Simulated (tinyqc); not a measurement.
Thermal boundary conductance by the acoustic and diffuse mismatch models: one step, computed by the program tinyqc. Command: `OMP_NUM_THREADS=1 python tinyqc.py 3017245 3017246 out.jsonl kapitza walk`. One thread of a shared host (Intel(R) Xeon(R) Processor @ 2.30GHz), about 0.01 s of CPU time with the checks.

Each side has one longitudinal and two transverse Debye branches, omega = v q up to q_D = (6 pi^2 n)^(1/3), with n counting all atoms. Scattering at the interface is elastic. Electrons are left out of G, also for metals. Melting is ignored. G refers to the temperatures of the phonons sent towards the interface. Linear branches over all atoms overstate G at high T, most for crystals with several atoms a cell.

Problem. Temperature rise through the stack. In series: Delta T = J (d_1/kappa_1 + R + d_2/kappa_2), with bulk conductivities in the layers and one-dimensional flow.

Inputs (values chosen for the exercise, for two model solids):
```
quantity               value     unit
conductivity kappa_1     148  W/(m K)
conductivity kappa_2      52  W/(m K)
temperature T            150        K
thickness d_1            580       nm
thickness d_2         220000       nm
heat flux J              3.8  kW/cm^2
```

Structure: film on a substrate.

boundary resistance R = 1.725012 m^2 K/GW

Give: temperature drops; total rise Delta T; interface share of film plus interface.

Solution.

temperature drops (K): film 0.14892, interface 0.065550, substrate 160.77

total rise Delta T = 160.98 K

interface share of film plus interface = 0.30564

The substrate takes the largest drop, 100 % of the total. Caution: kappa_2 is of room-temperature size, so the Kapitza length is only nominal at this T. Caution: at this temperature short waves carry the heat; linear branches up to q_D overstate their velocity, and inelastic processes, left out here, grow with T. Caution: the rise is not small against T, so constant conductivities fail; a rise of thousands of kelvin would destroy the stack. Caution: the conductivities are of room-temperature size; at this T real values can differ much and free paths can be long. Caution: R from emitted-phonon temperatures is too large for use in series with Fourier layers, by up to a factor of about 2.
